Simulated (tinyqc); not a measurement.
CCSD on RHF in the sto-6g basis, for BeH2, spin multiplicity 1, step by step. One step of it, computed by the program tinyqc.

Question. Iteration 7 (converged): orbitals. Diagonalise F' = X^T F X, C = X C', fill 3 alpha and 3 beta electrons from the bottom; D = 2 C_occ C_occ^T. Each column has its largest component positive (the first on a tie).

converged F (hartree), order 1Be 1s, 1Be 2s, 1Be 2px, 1Be 2py, 1Be 2pz, 2H 1s, 3H 1s:
$$\begin{pmatrix}
-4.593609 & -1.248997 & 0.000000 & 0.000000 & 0.000433 & -0.286682 & -0.286682 \\
-1.248997 & -0.584069 & 0.000000 & 0.000000 & -0.004088 & -0.377481 & -0.377481 \\
0.000000 & 0.000000 & 0.210015 & 0.000000 & 0.000000 & 0.000000 & 0.000000 \\
0.000000 & 0.000000 & 0.000000 & -0.196123 & 0.000000 & -0.321046 & 0.321046 \\
0.000433 & -0.004088 & 0.000000 & 0.000000 & 0.209906 & -0.005133 & -0.005133 \\
-0.286682 & -0.377481 & 0.000000 & -0.321046 & -0.005133 & -0.277388 & -0.031855 \\
-0.286682 & -0.377481 & 0.000000 & 0.321046 & -0.005133 & -0.031855 & -0.277388
\end{pmatrix}$$

X, order 1Be 1s, 1Be 2s, 1Be 2px, 1Be 2py, 1Be 2pz, 2H 1s, 3H 1s:
$$\begin{pmatrix}
1.027232 & -0.148276 & 0.000000 & 0.000000 & -0.000356 & 0.017782 & 0.017782 \\
-0.148276 & 1.208919 & 0.000000 & 0.000000 & 0.004253 & -0.272766 & -0.272766 \\
0.000000 & 0.000000 & 1.000000 & 0.000000 & 0.000000 & 0.000000 & 0.000000 \\
0.000000 & 0.000000 & 0.000000 & 1.307922 & 0.000000 & -0.387647 & 0.387647 \\
-0.000356 & 0.004253 & 0.000000 & 0.000000 & 1.000099 & -0.006350 & -0.006350 \\
0.017782 & -0.272766 & 0.000000 & -0.387647 & -0.006350 & 1.244736 & -0.084114 \\
0.017782 & -0.272766 & 0.000000 & 0.387647 & -0.006350 & -0.084114 & 1.244736
\end{pmatrix}$$

Give: F' = X^T F X; orbital energies; coefficients C; D after iteration 7.

Answer.

F' = X^T F X (hartree):
$$\begin{pmatrix}
-4.4967 & -0.6557 & 0.0000 & 0.0000 & 0.0004 & -0.0340 & -0.0340 \\
-0.6557 & -0.1013 & 0.0000 & 0.0000 & 0.0018 & -0.3085 & -0.3085 \\
0.0000 & 0.0000 & 0.2100 & 0.0000 & 0.0000 & 0.0000 & 0.0000 \\
0.0000 & 0.0000 & 0.0000 & 0.2418 & 0.0000 & -0.4286 & 0.4286 \\
0.0004 & 0.0018 & 0.0000 & 0.0000 & 0.2100 & -0.0064 & -0.0064 \\
-0.0340 & -0.3085 & 0.0000 & -0.4286 & -0.0064 & 0.0707 & -0.0983 \\
-0.0340 & -0.3085 & 0.0000 & 0.4286 & -0.0064 & -0.0983 & 0.0707
\end{pmatrix}$$

orbital energies (hartree): MO1 -4.5952, MO2 -0.4400, MO3 -0.4018, MO4 0.2098, MO5 0.2100, MO6 0.4097, MO7 0.8126

coefficients C, order 1Be 1s, 1Be 2s, 1Be 2px, 1Be 2py, 1Be 2pz, 2H 1s, 3H 1s:
$$\begin{pmatrix}
0.9947 & -0.2072 & 0.0000 & 0.0095 & 0.0000 & -0.2131 & 0.0000 \\
0.0213 & 0.5747 & 0.0000 & -0.0435 & 0.0000 & 1.1400 & 0.0000 \\
0.0000 & 0.0000 & 0.0000 & 0.0000 & 1.0000 & 0.0000 & 0.0000 \\
0.0000 & 0.0000 & 0.4976 & 0.0000 & 0.0000 & 0.0000 & 1.3280 \\
0.0000 & 0.0047 & 0.0000 & 0.9990 & 0.0000 & 0.0471 & 0.0000 \\
-0.0024 & 0.3967 & 0.4183 & 0.0194 & 0.0000 & -0.7685 & -0.9264 \\
-0.0024 & 0.3967 & -0.4183 & 0.0194 & 0.0000 & -0.7685 & 0.9264
\end{pmatrix}$$

D after iteration 7, order 1Be 1s, 1Be 2s, 1Be 2px, 1Be 2py, 1Be 2pz, 2H 1s, 3H 1s:
$$\begin{pmatrix}
2.0647 & -0.1959 & 0.0000 & 0.0000 & -0.0020 & -0.1691 & -0.1691 \\
-0.1959 & 0.6616 & 0.0000 & 0.0000 & 0.0054 & 0.4558 & 0.4558 \\
0.0000 & 0.0000 & 0.0000 & 0.0000 & 0.0000 & 0.0000 & 0.0000 \\
0.0000 & 0.0000 & 0.0000 & 0.4952 & 0.0000 & 0.4163 & -0.4163 \\
-0.0020 & 0.0054 & 0.0000 & 0.0000 & 0.0000 & 0.0037 & 0.0037 \\
-0.1691 & 0.4558 & 0.0000 & 0.4163 & 0.0037 & 0.6646 & -0.0353 \\
-0.1691 & 0.4558 & 0.0000 & -0.4163 & 0.0037 & -0.0353 & 0.6646
\end{pmatrix}$$
